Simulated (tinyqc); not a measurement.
Free and trapped electrons in a MOS channel with a dense trap tail: two steps of the calculation.

p-type body, charge-sheet picture, full ionisation (an idealisation for deep acceptors), Boltzmann statistics for free electrons. e = Ec - EF at the surface. Acceptor-like traps of density D(E) = D0 + De exp(-E/Ew) at depth E below Ec, from 0 to Eu, hold n_t = integral of D(E)/(1 + exp((e - E)/Vt)). psi = Eg - Vt ln(Nv/Na) - e; N_dep = sqrt(2 eps0 eps_r Na (psi - Vt)/q); n_f = sqrt(N_dep^2 + 2 eps0 eps_r Vt Nc exp(-e/Vt)/q) - N_dep; Vg = Vfb + psi + q (N_dep + n_t + n_f)/Cox, Cox = eps0 eox/tox.

Inputs (values chosen for the exercise); band and dielectric values close to those of gallium nitride: temperature T = 475 K; band gap Eg = 3.44 eV; relative permittivity eps_r = 9.43; conduction-band density of states at T Nc = 4.52e18 cm^-3; valence-band density of states at T Nv = 9.03e19 cm^-3; relative permittivity of the insulator eox = 3.9; insulator thickness tox = 53 nm; acceptor density Na = 7.5e16 cm^-3; flat-band voltage without trapped charge Vfb = -2.27 V; constant background density of acceptor-like traps D0 = 1.1e11 cm^-2 eV^-1; density of the tail at the conduction edge De = 5e12 cm^-2 eV^-1; decay energy of the tail Ew = 0.1 eV; depth below Ec down to which the traps reach Eu = 0.78 eV; mobility of free electrons mf = 110 cm^2/(V s); Ec - EF at the surface e = 0.118 eV.

Constants: q = 1.602176634e-19 C, kB = 1.380649e-23 J/K, Vt = kB T/q, eps0 = 8.8541878128e-14 F/cm where lengths are in cm. Results are converted to the units shown.

Task 1. Trapped charge. Trapezoid rule on 16 equal steps from 0 to Eu, f = 1/(1 + exp((e - E)/Vt)).

Wanted: E; D(E) f; n_t.

Result 1.

| point | E (eV) | D(E) f (cm^-2 eV^-1) |
|---|---|---|
| 0 | 0 | 2.7088e11 |
| 1 | 0.048750 | 4.9473e11 |
| 2 | 0.097500 | 7.5317e11 |
| 3 | 0.14625 | 8.4468e11 |
| 4 | 0.19500 | 7.1274e11 |
| 5 | 0.24375 | 5.2268e11 |
| 6 | 0.29250 | 3.7307e11 |
| 7 | 0.34125 | 2.7362e11 |
| 8 | 0.39000 | 2.1094e11 |
| 9 | 0.43875 | 1.7209e11 |
| 10 | 0.48750 | 1.4816e11 |
| 11 | 0.53625 | 1.3344e11 |
| 12 | 0.58500 | 1.2440e11 |
| 13 | 0.63375 | 1.1884e11 |
| 14 | 0.68250 | 1.1543e11 |
| 15 | 0.73125 | 1.1334e11 |
| 16 | 0.78000 | 1.1205e11 |

n_t = 2.5851e11 cm^-2

Task 2. Charges and gate voltage. psi, N_dep, n_f and Vg as defined, with the n_t given; free share n_f/(n_f + n_t); apparent mobility mf n_f/(n_f + n_t); gate voltage spent on traps q n_t/Cox.

n_t = 2.5851130e11 cm^-2

Find: psi; N_dep; n_f; Vg; free share; apparent mobility; gate voltage spent on traps.

Result 2.

psi = 3.0317 V
N_dep = 1.5290e12 cm^-2
n_f = 3.4900e10 cm^-2
Vg = 5.2431 V
free share = 11.895 %
apparent mobility = 13.084 cm^2/(V s)
gate voltage spent on traps = 0.63570 V

Computed by the program tinyqc: `OMP_NUM_THREADS=1 python tinyqc.py 2222030 2222031 out.jsonl`, one thread of a shared Intel Xeon 2.30GHz, about 0.03 s for the whole run.
